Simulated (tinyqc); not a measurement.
Worked calculation: CIS on RHF in the sto-6g basis, for H4, spin multiplicity 1. One step of it, computed by the program tinyqc.

Task: Integrals over molecular orbitals. (pq|rs) = sum C_ip C_jq C_kr C_ls (ij|kl), one index at a time.

coefficients C:
```
            MO1        MO2        MO3        MO4
1H 1s  0.352621   0.455955   0.741883   0.866897
2H 1s  0.352621   0.455955  -0.741883  -0.866897
3H 1s  0.352621  -0.455955   0.741883  -0.866897
4H 1s  0.352621  -0.455955  -0.741883   0.866897
```

core Hamiltonian H = T + V (hartree):
```
           1H 1s      2H 1s      3H 1s      4H 1s
1H 1s  -1.709445  -1.260518  -0.499544  -0.387722
2H 1s  -1.260518  -1.709445  -0.387722  -0.499544
3H 1s  -0.499544  -0.387722  -1.709445  -1.260518
4H 1s  -0.387722  -0.499544  -1.260518  -1.709445
```

Two-electron integrals (ij|kl) in chemists' order, unique and non-zero (hartree):
```
(11|11) 0.774999   (21|11) 0.398808   (21|21) 0.246214   (22|11) 0.539593
(22|21) 0.398808   (22|22) 0.774999   (31|11) 0.121977   (31|21) 0.067446
(31|22) 0.097921   (31|31) 0.030143   (32|11) 0.081038   (32|21) 0.051280
(32|22) 0.085004   (32|31) 0.020583   (32|32) 0.015711   (33|11) 0.331982
(33|21) 0.193806   (33|22) 0.296414   (33|31) 0.121977   (33|32) 0.085004
(33|33) 0.774999   (41|11) 0.085004   (41|21) 0.051280   (41|22) 0.081038
(41|31) 0.020583   (41|32) 0.015540   (41|33) 0.081038   (41|41) 0.015711
(42|11) 0.097921   (42|21) 0.067446   (42|22) 0.121977   (42|31) 0.024439
(42|32) 0.020583   (42|33) 0.097921   (42|41) 0.020583   (42|42) 0.030143
(43|11) 0.193806   (43|21) 0.119860   (43|22) 0.193806   (43|31) 0.067446
(43|32) 0.051280   (43|33) 0.398808   (43|41) 0.051280   (43|42) 0.067446
(43|43) 0.246214   (44|11) 0.296414   (44|21) 0.193806   (44|22) 0.331982
(44|31) 0.097921   (44|32) 0.081038   (44|33) 0.539593   (44|41) 0.085004
(44|42) 0.121977   (44|43) 0.398808   (44|44) 0.774999
```

Give: one-electron integrals over orbitals h = C^T H C; Two-electron integrals over orbitals.

Result:

one-electron integrals over orbitals h = C^T H C (hartree):
```
         1        2        3        4
1  -1.9185   0.0000   0.0000   0.0000
2   0.0000  -1.7319   0.0000   0.0000
3   0.0000   0.0000  -1.2345   0.0000
4   0.0000   0.0000   0.0000  -1.0134
```

Two-electron integrals over orbitals (pq|rs), unique and non-zero (hartree):
```
(11|11) 0.4870   (21|21) 0.1819   (22|11) 0.4869   (22|22) 0.4993
(31|31) 0.1036   (32|32) 0.0844   (33|11) 0.4727   (33|22) 0.4758
(33|33) 0.4820   (41|32) 0.0825   (41|41) 0.0808   (42|31) 0.1074
(42|42) 0.1163   (43|21) 0.1793   (43|43) 0.1967   (44|11) 0.4817
(44|22) 0.4925   (44|33) 0.4925   (44|44) 0.5096
```
